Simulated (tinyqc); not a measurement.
Two-step dopant diffusion (predeposition and drive-in) with a constant diffusivity: one step, computed by the program tinyqc. Command: `OMP_NUM_THREADS=1 python tinyqc.py 3003702 3003703 out.jsonl dopdiff walk`. One thread of a shared host (Intel(R) Xeon(R) Processor @ 2.30GHz), about 0.05 s of CPU time with the checks.

Fick diffusion into a half space x > 0 whose background doping C_B is of the opposite type, so that a junction lies where C = C_B.

Problem. Thermal budget of the drive-in. (Dt)2 = D2 t2, t2 in seconds.

Inputs (values chosen for the exercise, modelled on phosphorus in silicon): predeposition temperature T1 = 1000 C; drive-in temperature T2 = 1125 C; drive-in time t2 = 240 min.

Furnace ramps of the drive-in: none.

D2 = 2.674229e-13 cm^2/s

Give: drive-in budget (Dt)2.

Solution.

drive-in budget (Dt)2 = 3.851e-09 cm^2
